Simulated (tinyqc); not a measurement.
What each parameter does: Wannier function of the lower band of a two-orbital chain.

H(k) = [[-d/2 - 2 ta cos k, -t1 - t2 exp(-ik)], [-t1 - t2 exp(ik), d/2 - 2 tb cos k]], k in 1/a, Bloch sums with exp(ikR) and without the positions inside the cell. Mesh k_j = 2 pi j/N. Projection gauge: each lower eigenvector u is multiplied by the phase that makes <trial|u> real and positive (the one-band case of Loewdin orthogonalisation). Wannier amplitudes w(R) = (1/N) sum_k exp(ikR) u(k); hoppings H(R) = (1/N) sum_k exp(-ikR) E(k).

Inputs chosen for the exercise:
- d = 0.44 eV (A at -d/2, B at +d/2)
- t1 = 1.73 eV (A-B in the cell)
- t2 = 0.29 eV (B to A of the next cell)
- ta = -0.18 eV (A-A between cells)
- tb = 0.09 eV (B-B between cells)
- xb = 0.66 a (position of B (A at 0))
- th = 70 degrees (trial orbital cos(th) A + sin(th) B in cell 0)

N = 24: centre (folded into [0, 1)) and Omega_I from overlaps M_j = u_j^+ diag(1, exp(-i b xb)) u_(j+1), b = 2 pi/N: centre = -(1/2 pi) Im ln prod M_j, Omega_I = mean(1 - |M_j|^2)/b^2; and the first two hoppings H(R). Each row changes one parameter from the base and keeps the others.

Results:
```
case,centre (a),Omega_I (a^2),H(1) (eV),H(2) (eV)
base,0.2775,0.1108,-0.0799,-0.0007
d = 0.74 eV,0.2507,0.1070,-0.0668,-0.0016
t1 = 1.88 eV,0.2824,0.1106,-0.0817,-0.0006
t2 = 0.19 eV,0.2818,0.1094,-0.0313,-0.0035
ta = -0.08 eV,0.2808,0.1102,-0.1370,0.0029
xb = 0.71 a,0.2991,0.1272,-0.0799,-0.0007
th = 80 degrees,0.2775,0.1108,-0.0799,-0.0007
```

The largest shifts from the base row, up to three for each result and ties (the steps differ in size, so this ranks the rows, not the parameters). centre (a): d -0.0269, xb +0.0216, t1 +0.0049; unchanged at the printed digits by th. Omega_I (a^2): xb +0.0163, d -0.0038, t2 -0.0015; unchanged at the printed digits by th. H(1) (eV): ta -0.0570, t2 +0.0486, d +0.0132; unchanged at the printed digits by xb and th. H(2) (eV): ta +0.0037, t2 -0.0028, d -0.0009; unchanged at the printed digits by xb and th. The trial angle is a choice of gauge and moves none of these; xb enters the position operator alone, so it leaves the hoppings.

(tinyqc, `OMP_NUM_THREADS=1 python tinyqc.py 1482699 1482700 out.jsonl`, Intel(R) Xeon(R) Processor @ 2.30GHz, 1 thread, shared host, about 0.3 s.)
